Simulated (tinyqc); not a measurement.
Wafer bonding and layer transfer: bond energy, gap closing, particles, bonding of dissimilar wafers and hydrogen blisters: one step, computed by the program tinyqc.

gamma is the energy per area of each of the two surfaces; plates are isotropic, and both wafers have E1 and t1.

Question. Does a shallow gap close? E' = E1/(1 - nu^2), equal wafers of thickness t1 assumed. A gap of radius R closes if h_g < h_c: h_c = R^2/sqrt((2/3) E' t1^3/gamma) for R > 2 t1 (plate bending), h_c = 3.6 sqrt(R gamma/E') for R < 2 t1 (local deformation).

Inputs (values chosen for the exercise, for model wafers): Young's modulus E1 = 139 GPa; Poisson ratio nu = 0.26; thickness t1 = 525 micrometre; radius of a shallow gap R = 0.097 mm; half height of the gap h_g = 3.3 nm.

bond energy gamma = 0.1282017 J/m^2

Give: closable height h_c; h_g/h_c.

Answer.

closable height h_c = 32.88 nm

h_g/h_c = 0.1004

The gap closes.
